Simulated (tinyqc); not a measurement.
# A tight-binding chain with uneven site energies, recursive Green functions: several studies

The device has N = 6 slices of 1 site(s), nearest-neighbour hopping -t, and site energies U; the leads are semi-infinite continuations with site energy 0. V = <i+1|H|i> = -t 1.

Inputs (values chosen for the exercise): hopping (matrix element -t) t = 1 eV; site energies, slice by slice U = [0.48, 0.47, 0.11, -0.41, 0.51, 0.54] eV; energy E = -1.06 eV.

Each table varies one quantity; the others keep the values above.

## The device repeated

Sigma = t^2 g(E), g(x) = (x - i sqrt(4 t^2 - x^2))/(2 t^2) for |x| < 2 t and (x - sign(x) sqrt(x^2 - 4 t^2))/(2 t^2) otherwise; Gamma = i (Sigma - Sigma^dagger); both leads give the same. Forward pass: g_1 = (E - H_1 - Sigma)^(-1), g_i = (E - H_i - V g_(i-1) V^dagger)^(-1), with Sigma also subtracted on the last slice; G_(i,1) = g_i V G_(i-1,1), starting from g_1. H_i is the block of slice i, its site energy. T(E) = Tr[Gamma G_(N,1) Gamma G_(N,1)^dagger]. The list U is repeated k times, so the device has k N slices.

The device repeated:
```
k	T(E)	ln T(E)
1	0.4335	-0.8358
2	0.8907	-0.1158
3	0.4825	-0.7289
4	0.6916	-0.3687
5	0.5915	-0.5251
6	0.5403	-0.6157
8	0.4568	-0.7835
10	0.4280	-0.8487
12	0.4466	-0.8061
```

T(E) moves between 0.428 and 0.891 and does not die away: at least one band of the periodic structure that the repeats form is open at this energy.

## Effect of the strength of the potential

Same model as above.

All U are multiplied by the factor sc.

Results:
```
sc	T(E)	reflection, modes - T(E)
0	1.0000	0
0.38	0.93236	0.067641
0.75	0.67045	0.32955
1.12	0.33297	0.66703
1.88	0.043849	0.95615
2.25	0.015966	0.98403
2.62	0.0060614	0.99394
3	0.0023602	0.99764
```

Estimate the missing row, sc = 1.5.

Computed row:
```
sc	T(E)	reflection, modes - T(E)
1.5	0.12550	0.87450
```

With this row back in the table: T(E) falls from 1.00 to 0.00236. At sc = 0 the device equals the leads and transmits all 1 open mode(s). Between the first two non-zero rows the reflection goes as sc^(2.33); the sc^2 of weak scattering holds only at smaller sc than these rows.

## Transmission against energy

Same model as above.

Transmission against energy:
```
E (eV)	open modes	T(E)	T(E) per open mode
-1.9	1	0.07469	0.07469
-1.58	1	0.2603	0.2603
-1.27	1	0.2725	0.2725
-0.95	1	0.5662	0.5662
-0.63	1	0.8988	0.8988
-0.32	1	0.8920	0.8920
0	1	0.8907	0.8907
0.32	1	0.9356	0.9356
0.63	1	0.9427	0.9427
0.95	1	0.9351	0.9351
1.27	1	0.7676	0.7676
1.58	1	0.3866	0.3866
1.9	1	0.1498	0.1498
```

T(E) lies between 0.0747 (E = -1.9 eV) and 0.943 (E = 0.63 eV) in these rows. The leads offer 1 open mode(s), of which the mean share 0.61 is transmitted.

tinyqc, about 0.01 s, one thread, Intel Xeon 2.30GHz (shared host): `OMP_NUM_THREADS=1 python tinyqc.py 2660010 2660011 out.jsonl`
